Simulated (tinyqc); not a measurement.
Junction parameters from two forward currents.

Question. D(v) = J1 (exp(v/Vt) - 1) + J2 (exp(v/(2 Vt)) - 1). Find J1, J2 and the voltage 2 Vt ln(J2/J1) near which both parts are equal.

Values chosen for this exercise:
```
symbol,value,unit,meaning
T,358,K,temperature
```

Constants: q = 1.602176634e-19 C, kB = 1.380649e-23 J/K, Vt = kB T/q. Results are converted to the units shown.

junction voltages (V): [0.34, 0.64]
currents (uA/um): [4.2326373e-6, 0.0013104499]

Answer. The current is linear in J1 and J2, so two points give two equations.

J1 = 7.50e-13 uA/um
J2 = 1.70e-8 uA/um
crossover = 0.619 V

Computed by the program tinyqc: `OMP_NUM_THREADS=1 python tinyqc.py 2182268 2182269 out.jsonl`, one thread of a shared Intel Xeon 2.30GHz, about 0.2 s for the whole run.
